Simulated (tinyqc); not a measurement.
# Minority carriers and saturation current of a heavily doped emitter: effect of temperature on the narrowing factor

n-type, parabolic bands, full ionisation. eta = (EF - Ec)/kB T solves N = Nc F12(eta), F12(x) = (2/sqrt(pi)) int_0^infinity sqrt(u)/(1 + exp(u - x)) du. The gap shrinks rigidly by dEg = E1 [ln(N/N0) + sqrt(ln^2(N/N0) + 0.5)], an empirical law that is here taken as the true narrowing.

Nc is given at 300 K and scales as T^1.5; dEg is held. The factor nie^2/ni^2 = exp(dEg/kB T) g, g = F12(eta) exp(-eta), divides the current gain of a transistor with this emitter.

Parameters, values chosen for the exercise; band and dielectric values close to those of silicon:
```
symbol,value,unit,meaning
Nc,2.77e19,cm^-3,conduction-band density of states at 300 K
N,2.7e19,cm^-3,ionised donor density
E1,7.2,meV,energy of the narrowing law
N0,9.5e16,cm^-3,density of the narrowing law
```

Constants: q = 1.602176634e-19 C, kB = 1.380649e-23 J/K, Vt = kB T/q. Results are converted to the units shown.

Effect of temperature on the narrowing factor:
```
T (K)	eta	g	nie^2/ni^2	its logarithm
150	1.954	0.3906	216.7	5.379
200	1.201	0.5390	61.61	4.121
250	0.6931	0.6407	28.39	3.346
300	0.3145	0.7117	16.76	2.819
350	0.01376	0.7629	11.44	2.437
400	-0.2352	0.8010	8.564	2.148
450	-0.4476	0.8301	6.821	1.920
```

What does the table show?

The factor falls from 217 to 6.82. Its slope against q/kB T is 65.0 meV between the first two rows and 70.6 meV between the last two, against dEg = 81.7 meV: degeneracy takes back part of the narrowing. The factor grows on cooling, so the current gain of such a transistor falls.

Range of the model: Band tails, non-parabolic bands and incomplete ionisation are left out.

Computed by the program tinyqc: `OMP_NUM_THREADS=1 python tinyqc.py 2330053 2330054 out.jsonl`, one thread of a shared Intel Xeon 2.30GHz, about 0.01 s for the whole run.
